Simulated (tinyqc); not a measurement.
Debye-Callaway model of lattice thermal conductivity: one step, computed by the program tinyqc. Command: `OMP_NUM_THREADS=1 python tinyqc.py 3004699 3004700 out.jsonl callaway walk`. One thread of a shared host (Intel(R) Xeon(R) Processor @ 2.30GHz), about 0.01 s of CPU time with the checks.

Three acoustic branches with one velocity v, cut at omega_D = k_B Theta/hbar; x = hbar omega/(k_B T). v and Theta are separate inputs: Theta cuts off the heat-carrying modes, so C need not reach 3 k_B/V. gamma is an effective value that sets the umklapp rate.

Problem. Scattering rates at one frequency. Rates: point defects A omega^4; umklapp B omega^2 T exp(-Theta/(b T)) with B = hbar gamma^2/(M v^2 Theta); normal processes f_N B omega^2 T (T/Theta)^2. Boundaries: v/L. The resistive time is tau_R = 1/(boundary + point-defect + umklapp rates), and the free path is v tau_R.

Inputs (values chosen for the exercise, modelled on boron arsenide):
```
quantity                              value        unit
sound velocity v                       5320         m/s
Debye temperature Theta                 656           K
mean atomic mass M                     42.9           u
effective Grueneisen parameter gamma  0.823           -
umklapp exponent divisor b                3           -
Casimir length L                         71  micrometre
normal-process factor f_N               3.5           -
temperature T                            20           K
probe frequency omega/omega_D          0.38           -
```

Sample: crystal. Point defects: isotopes. Normal processes: included.

Rayleigh coefficient A = 2.371964e-46 s^3

Constants: k_B = 1.380649e-23 J/K; hbar = 1.054571817e-34 J s; u = 1.6605390666e-27 kg.

Give: omega; Rates; tau_R; free path.

Solution.

omega = 3.264e+13 rad/s

Rates:
```
process        rate (1/s)  rate x tau_R
boundaries      7.493e+07        0.2178
point defects   2.691e+08        0.7821
umklapp             20539     5.970e-05
normal          3.743e+06       0.01088
```

tau_R = 2.907e-09 s

free path = 15464 nm

The strongest resistive process at this frequency: point defects, 78 % of the resistive rate.
